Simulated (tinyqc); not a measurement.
Inside a calculation. Method: empirical pseudopotential in a few plane waves. One step of it, computed by the program tinyqc.

Problem. Bloch Hamiltonian at G. Basis: the 15 shortest G (labels in 2 pi/a), the same at every k. H(G,G') = c |k + G|^2 delta + VS(|G-G'|^2) cos((G-G').tau) + i VA sin((G-G').tau), tau = a/8 (1,1,1); 1 Ry = 13.605693 eV.

Parameters chosen for this model: fcc lattice, atoms at +/- a/8 (1,1,1); form factors in rydberg at |G|^2 in units of (2 pi/a)^2:
```
parameter                 value      unit
a                      6.330000  angstrom
VS(3)                 -0.193000        Ry
VS(8)                  0.002000        Ry
VS(11)                 0.050000        Ry
VA(3)                         0        Ry
VA(4)                         0        Ry
VA(11)                        0        Ry
hbar^2/2m (2 pi/a)^2   3.753836        eV
```

k point G (2 pi / a): [0, 0, 0]

Give: H(k) at G.

Solution.

H(k) at G (eV), order +0+0+0, -1-1-1, -1-1+1, -1+1-1, -1+1+1, +1-1-1, +1-1+1, +1+1-1, +1+1+1, -2+0+0, +0-2+0, +0+0-2, +0+0+2, +0+2+0, +2+0+0:
```
[[0.0000, 1.8568, -1.8568, -1.8568, -1.8568, -1.8568, -1.8568, -1.8568, 1.8568, 0.0000, 0.0000, 0.0000, 0.0000, 0.0000, 0.0000],
 [1.8568, 11.2615, 0.0000, 0.0000, -0.0272, 0.0000, -0.0272, -0.0272, 0.0000, -1.8568, -1.8568, -1.8568, -0.4810, -0.4810, -0.4810],
 [-1.8568, 0.0000, 11.2615, 0.0272, 0.0000, 0.0272, 0.0000, 0.0000, -0.0272, -1.8568, -1.8568, 0.4810, 1.8568, -0.4810, -0.4810],
 [-1.8568, 0.0000, 0.0272, 11.2615, 0.0000, 0.0272, 0.0000, 0.0000, -0.0272, -1.8568, 0.4810, -1.8568, -0.4810, 1.8568, -0.4810],
 [-1.8568, -0.0272, 0.0000, 0.0000, 11.2615, 0.0000, 0.0272, 0.0272, 0.0000, 1.8568, -0.4810, -0.4810, -1.8568, -1.8568, 0.4810],
 [-1.8568, 0.0000, 0.0272, 0.0272, 0.0000, 11.2615, 0.0000, 0.0000, -0.0272, 0.4810, -1.8568, -1.8568, -0.4810, -0.4810, 1.8568],
 [-1.8568, -0.0272, 0.0000, 0.0000, 0.0272, 0.0000, 11.2615, 0.0272, 0.0000, -0.4810, 1.8568, -0.4810, -1.8568, 0.4810, -1.8568],
 [-1.8568, -0.0272, 0.0000, 0.0000, 0.0272, 0.0000, 0.0272, 11.2615, 0.0000, -0.4810, -0.4810, 1.8568, 0.4810, -1.8568, -1.8568],
 [1.8568, 0.0000, -0.0272, -0.0272, 0.0000, -0.0272, 0.0000, 0.0000, 11.2615, -0.4810, -0.4810, -0.4810, -1.8568, -1.8568, -1.8568],
 [0.0000, -1.8568, -1.8568, -1.8568, 1.8568, 0.4810, -0.4810, -0.4810, -0.4810, 15.0153, 0.0272, 0.0272, -0.0272, -0.0272, 0.0000],
 [0.0000, -1.8568, -1.8568, 0.4810, -0.4810, -1.8568, 1.8568, -0.4810, -0.4810, 0.0272, 15.0153, 0.0272, -0.0272, 0.0000, -0.0272],
 [0.0000, -1.8568, 0.4810, -1.8568, -0.4810, -1.8568, -0.4810, 1.8568, -0.4810, 0.0272, 0.0272, 15.0153, 0.0000, -0.0272, -0.0272],
 [0.0000, -0.4810, 1.8568, -0.4810, -1.8568, -0.4810, -1.8568, 0.4810, -1.8568, -0.0272, -0.0272, 0.0000, 15.0153, 0.0272, 0.0272],
 [0.0000, -0.4810, -0.4810, 1.8568, -1.8568, -0.4810, 0.4810, -1.8568, -1.8568, -0.0272, 0.0000, -0.0272, 0.0272, 15.0153, 0.0272],
 [0.0000, -0.4810, -0.4810, -0.4810, 0.4810, 1.8568, -1.8568, -1.8568, -1.8568, 0.0000, -0.0272, -0.0272, 0.0272, 0.0272, 15.0153]]
```
